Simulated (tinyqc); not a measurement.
From results back to parameters: thin-film optics by transfer matrices. Two cases, with inputs chosen for the exercise.

Problem. A bare substrate in air: with rho = tan(Psi) exp(i Delta), Delta = 180 degrees at small angles on a dielectric, conj(eps) = sin^2(theta) [1 + tan^2(theta) ((1 - rho)/(1 + rho))^2], and n + i k = sqrt(eps).

Case 1.

Values chosen (out of a larger set: indices near those of resist, ARC on Cu; not measured data): lam = 248 nm (vacuum wavelength); theta_e = 75 degrees (angle of the ellipsometer).

Psi = 29.3422 degrees
Delta = 60.9844 degrees

Case 2.

Values chosen (out of a larger set: indices near those of polySi, SiO2 on Si; not measured data): lam = 365 nm (vacuum wavelength); theta_e = 70 degrees (angle of the ellipsometer).

Psi = 26.4499 degrees
Delta = 161.5274 degrees

Find: rho; eps; n; k.

Solution. Form rho, insert it, conjugate, and take the root with k >= 0.

Case 1.

rho = 0.2727+0.4916i
eps = -0.94+5.04i
n = 1.448
k = 1.742

Case 2.

rho = -0.4719+0.1576i
eps = 34.61+34.27i
n = 6.454
k = 2.655

Computed by tinyqc, one run a case: `OMP_NUM_THREADS=1 python tinyqc.py N N+1 out.jsonl` with N = 1651981, 1651982; one thread of a shared Intel(R) Xeon(R) Processor @ 2.30GHz, about 0.01 s a run at most.
